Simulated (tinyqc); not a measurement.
Energy and lattice constant: complex band structure along [001] in sp3s* tight binding.

For k = (0, 0, kz) the phase sums are g0 = cos(phi) and g3 = i sin(phi), phi = kz a/4, and the s, pz, s* orbitals of anion (a) and cation (c) decouple from px, py. With z = exp(i phi), H(z) = H0 + z T + T^T/z for any complex z. H0 is diagonal (Esa, Epa, Exa, Esc, Epc, Exc). The anion-cation block is B(z) = z U + W/z and the cation-anion block z W^T + U^T/z, where U has Vss/2 (s,s), Vsapc/2 (s,z), -Vscpa/2 (z,s), Vxx/2 (z,z), Vxapc/2 (s*,z), -Vpaxc/2 (z,s*), and W has the same values with the s-z and s*-z signs reversed. |z| = 1 is a band state, |z| < 1 decays along [001] as exp(-kappa d) over a distance d, kappa = -(4/a) ln|z|. No spin-orbit coupling.

Inputs chosen for the exercise (out of a larger set: near a published set for GaP, fitted to gaps, whose masses and valley positions are rough (light masses up to twice too heavy); not measured data):
- p = (-8.108, 1.128, -2.201, 4.126, 8.522, 7.212, -7.442, 2.159, 5.117, 4.274, 6.318, 4.636, 5.109) eV (order Esa, Epa, Esc, Epc, Exa, Exc, Vss, Vxx, Vxy, Vsapc, Vscpa, Vxapc, Vpaxc)
- a = 5.45 angstrom (lattice constant)
- dE = 1.18 eV (E - Ev)

The slowest root of the s-pz block and the heavy-hole branch, sinh^2(kappa a/4) = ((E - Epa)(E - Epc) - Vxx^2)/(Vxx^2 - Vxy^2), at E = Ev + dE with Ev the lower root of [[Epa, Vxx], [Vxx, Epc]]; the couplings are kept when a changes.

Results for these values:

| case | slowest kappa (1/angstrom) | heavy-hole kappa (1/angstrom) |
|---|---|---|
| base | 0.1742 | 0.3352 |

What happens to each result for a = 5.614 angstrom, all else kept?

Answer: slowest kappa falls from 0.1742 to 0.1691; heavy-hole kappa falls from 0.3352 to 0.3254.

The same for each parameter in turn:

| case | slowest kappa (1/angstrom) | heavy-hole kappa (1/angstrom) |
|---|---|---|
| base | 0.1742 | 0.3352 |
| dE = 1.21 eV | 0.1751 | 0.3380 |
| a = 5.614 angstrom | 0.1691 | 0.3254 |

With the couplings fixed, kappa a stays, so kappa scales as 1/a.

tinyqc: `OMP_NUM_THREADS=1 python tinyqc.py 1482216 1482217 out.jsonl`; about 0.01 s, one thread, shared Intel(R) Xeon(R) Processor @ 2.30GHz.
